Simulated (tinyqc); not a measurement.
Two-valley model of the transferred-electron effect: one step, computed by the program tinyqc.

Both kinds of valley share one electron temperature T_e, and each has a constant mobility.

Problem. Does a domain form? Space charge grows at the rate n e |mu_d|/(eps eps_0) during the transit time L/v, with v the valley velocity; Kroemer's criterion asks n L > eps eps_0 v/(e |mu_d|). Transit frequency v/L.

Inputs (values chosen for the exercise, modelled on GaN):
```
quantity                 value        unit
lattice temperature T      150           K
doping n               1.3e+16      1/cm^3
device length L            5.3  micrometre
permittivity eps           9.7           -
```

Solver: bisection.

valley velocity = 6.110218 1e7 cm/s

most negative differential mobility = -62.40221 cm^2/(V s)

Constants: eps_0 = 8.8541878128e-12 F/m; e = 1.602176634e-19 C.

Give: critical n L; n L of the device; transit frequency.

Solution.

critical n L = 5.249e+12 1/cm^2

n L of the device = 6.89e+12 1/cm^2

transit frequency = 115.3 GHz

n L is 1.31 times the critical product: a borderline case, which this order-of-magnitude rule cannot settle. Caution: T_e at the threshold exceeds 3000 K, outside the range of a Maxwellian in parabolic valleys.
